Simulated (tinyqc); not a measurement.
Inside a calculation. Method: Hubbard ring of 6 sites. Computed by tinyqc, a small Python program that keeps every step. Settings: hopping = 1.42, U = 11.8, mixing = 1, iteration cap = 71. Command: `OMP_NUM_THREADS=1 python tinyqc.py 25536 25537 out.jsonl` (the two numbers bound the seeds that draw the settings). One thread of a shared host (Intel(R) Xeon(R) Processor @ 2.60GHz), about 0.2 s of CPU time with the checks. Later iterations appear only in the table of the cycle.

## Mean-field iteration 1

one-body matrix (hopping and site energies) (eV), lower triangle:
```
,1,2,3,4,5,6
1,0.0000
2,-1.4200,0.0000
3,0.0000,-1.4200,0.0000
4,0.0000,0.0000,-1.4200,0.0000
5,0.0000,0.0000,0.0000,-1.4200,0.0000
6,-1.4200,0.0000,0.0000,0.0000,-1.4200,0.0000
```

U = 11.8000 eV

electrons, up and down: 3  3

mixing = 1

n(up) at the start (a guess, not normalised): 1 0.9500, 2 0.0500, 3 0.9500, 4 0.0500, 5 0.9500, 6 0.0500

n(down) at the start (a guess): 1 0.0500, 2 0.9500, 3 0.0500, 4 0.9500, 5 0.0500, 6 0.9500

H(up) = T + U n(down), H(down) = T + U n(up); fill the lowest levels; n(new) = n + mixing (n(out) - n); E = tr T (rho up + rho down) + U sum n_up n_down of the output.

levels, up (eV): -0.1218  0.4034  0.4034  11.3966  11.3966  11.9218

levels, down (eV): -0.1218  0.4034  0.4034  11.3966  11.3966  11.9218

energy = -2.0184 eV

n(up) after iteration 1: 1 0.9690, 2 0.0310, 3 0.9690, 4 0.0310, 5 0.9690, 6 0.0310

n(down) after iteration 1: 1 0.0310, 2 0.9690, 3 0.0310, 4 0.9690, 5 0.0310, 6 0.9690

## Mean-field iteration 2

As before.

levels, up (eV): -0.3202  0.1867  0.1867  11.6133  11.6133  12.1202

levels, down (eV): -0.3202  0.1867  0.1867  11.6133  11.6133  12.1202

energy = -2.0217 eV

n(up) after iteration 2: 1 0.9712, 2 0.0288, 3 0.9712, 4 0.0288, 5 0.9712, 6 0.0288

n(down) after iteration 2: 1 0.0288, 2 0.9712, 3 0.0288, 4 0.9712, 5 0.0288, 6 0.9712

## Convergence

Each step fills the lowest levels of T + U n(other spin) and sets n(new) = n + mixing (n(out) - n); stop when output and input agree to 1e-8.

Course of the cycle:
```
iteration,E (eV),largest |n(out) - n(in)|,mean |n_up - n_down|
1,-2.018415,1.90e-02,0.9380
2,-2.021715,2.17e-03,0.9423
3,-2.021755,2.34e-04,0.9428
4,-2.021755,2.51e-05,0.9428
5,-2.021755,2.68e-06,0.9428
6,-2.021755,2.87e-07,0.9428
7,-2.021755,3.07e-08,0.9428
8,-2.021755,3.29e-09,0.9428
```

local moments n_up - n_down: 1 0.9428, 2 -0.9428, 3 0.9428, 4 -0.9428, 5 0.9428, 6 -0.9428

Converged in 8 iterations. Before convergence this energy mixes input and output and is not variational, so it may rise towards its limit.

## Exact diagonalisation (400 states)

Lowest levels of the sector, and the double occupancy of the lowest state.

lowest levels (eV): -2.8085  -2.3339  -1.9612  -1.8244  -1.8244  -1.6293

double occupancy per site = 0.0366

The mean-field solution above lies 0.7868 eV above the exact energy.

## The lowest level by Lanczos steps

From a random start vector (not printed): a_j = <q_j|H|q_j>, b_j = norm of the remainder after orthogonalising; the Ritz value is the lowest eigenvalue of the tridiagonal matrix of a and b so far.

Lanczos:
```
j,a_j (eV),b_j (eV),lowest Ritz value (eV)
1,14.4944,9.4691,14.494438
2,14.5290,10.9202,5.042587
3,16.3695,12.6792,0.555536
4,19.7738,8.6497,-1.910695
5,17.4182,8.2896,-2.484579
6,17.4042,8.7309,-2.623643
7,15.2503,12.9785,-2.671913
8,19.3017,9.9680,-2.734891
9,20.8570,7.2952,-2.781642
10,17.0263,8.0082,-2.792840
```
